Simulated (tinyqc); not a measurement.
Plane-wave Kohn-Sham cycle with exchange-only LDA in a layered model solid, step by step. Computed by tinyqc, a small Python program that keeps every step. Settings: points = 16, plane-wave index or count = 3, electrons = 2, k points = 4, area = 10.0, mixing = 0.1, iteration cap = 64. Command: `OMP_NUM_THREADS=1 python tinyqc.py 30489 30490 out.jsonl` (the two numbers bound the seeds that draw the settings). One thread of a shared host (Intel(R) Xeon(R) Processor @ 2.60GHz), about 0.03 s of CPU time with the checks.

A solid whose potential varies along x alone (atomic units):
```
parameter                      value
period a                    4.700000
cross-section of the cell  10.000000
electrons per cell                 2
grid points                       16
plane waves -n..n, n               3
k points                           4
V1 in V1 cos(2 pi x/a)     -0.520000
```

Stop when sqrt(dV sum R^2) is below 1e-8, dV = a A/N.

Course of the cycle:
```
iteration  E (hartree)  norm of the residual
1          -0.72274367              2.23e-01
2          -0.70330432              1.97e-01
3          -0.68801158              1.74e-01
4          -0.67607696              1.53e-01
5          -0.66681806              1.35e-01
6          -0.65966755              1.18e-01
7          -0.65416495              1.04e-01
8          -0.64994238              9.15e-02
9          -0.64670933              8.04e-02
10         -0.64423826              7.06e-02
11         -0.64235217              6.20e-02
...                ...                   ...
54         -0.63632521              2.87e-04
55         -0.63632520              2.55e-04
56         -0.63632519              2.27e-04
57         -0.63632519              2.03e-04
58         -0.63632518              1.81e-04
59         -0.63632518              1.61e-04
60         -0.63632518              1.44e-04
61         -0.63632518              1.28e-04
62         -0.63632518              1.15e-04
63         -0.63632518              1.02e-04
64         -0.63632518              9.16e-05
```

Can the last value be used, and what does the course show?

Not by the stop rule, although the second column moves by less than 1e-07 over the last three steps. Not converged within 64 iterations: the residual falls steadily but slowly, by a factor of about 0.89 a step. Reruns (cap 100 unless said): mixing 0.5, Kerker q0 1.0: converged in 37 (E = -0.63633); mixing 0.3, Pulay depth 5: converged in 10 (E = -0.63633); the original settings with a cap of 400: converged in 153 (E = -0.63633).
